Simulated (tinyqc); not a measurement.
Centre against ionicity: Wannier function of the lower band of a two-orbital chain.

H(k) = [[-d/2 - 2 ta cos k, -t1 - t2 exp(-ik)], [-t1 - t2 exp(ik), d/2 - 2 tb cos k]], k in 1/a, Bloch sums with exp(ikR) and without the positions inside the cell. Mesh k_j = 2 pi j/N. Projection gauge: each lower eigenvector u is multiplied by the phase that makes <trial|u> real and positive (the one-band case of Loewdin orthogonalisation). Wannier amplitudes w(R) = (1/N) sum_k exp(ikR) u(k); hoppings H(R) = (1/N) sum_k exp(-ikR) E(k).

Parameters, chosen for this exercise:

| symbol | value | unit | meaning |
|---|---|---|---|
| t1 | 2.4 | eV | A-B in the cell |
| t2 | 1.38 | eV | B to A of the next cell |
| ta | -0.12 | eV | A-A between cells |
| tb | 0.07 | eV | B-B between cells |
| xb | 0.38 | a | position of B (A at 0) |

N = 24, d varied. Overlaps M_j = u_j^+ diag(1, exp(-i b xb)) u_(j+1), b = 2 pi/N; centre -(1/2 pi) sum arg M_j folded into [0, 1); Omega_I = (1/(N b^2)) sum (1 - |M_j|^2); charge moved is -2 times the shift of the centre from its value at d = 0 (a doubly filled band); weight on A averaged over the mesh.

Against d:

| d (eV) | centre (a) | charge moved (e) | weight on A | Omega_I (a^2) |
|---|---|---|---|---|
| -6.0 | 0.3578 | -0.3804 | 0.119 | 0.0251 |
| -3.0 | 0.3205 | -0.3057 | 0.235 | 0.0534 |
| -1.5 | 0.2655 | -0.1957 | 0.350 | 0.0811 |
| -0.5 | 0.2026 | -0.0699 | 0.456 | 0.0955 |
| 0.0 | 0.1676 | 0.0000 | 0.513 | 0.0956 |
| 0.5 | 0.1354 | 0.0643 | 0.568 | 0.0905 |
| 3.0 | 0.0483 | 0.2385 | 0.765 | 0.0504 |
| 6.0 | 0.0197 | 0.2957 | 0.877 | 0.0255 |

Give the missing row, d (eV) = 1.5.

Computed row:
```
d (eV)  centre (a)  charge moved (e)  weight on A  Omega_I (a^2)
1.5         0.0872            0.1608        0.663         0.0734
```

For large positive d the function sits on A (centre 0.020) and for large negative d on B at 0.38 (centre 0.358); at d = 0 it lies at 0.168, on the bond inside the cell, the stronger one. Among these rows the spread is largest at d = 0 eV.

Computed by tinyqc, a small Python program: `OMP_NUM_THREADS=1 python tinyqc.py 1482717 1482718 out.jsonl` (the numbers bound the seed that draws the inputs); one thread of a shared host (Intel(R) Xeon(R) Processor @ 2.30GHz), about 0.2 s for the whole set of steps.
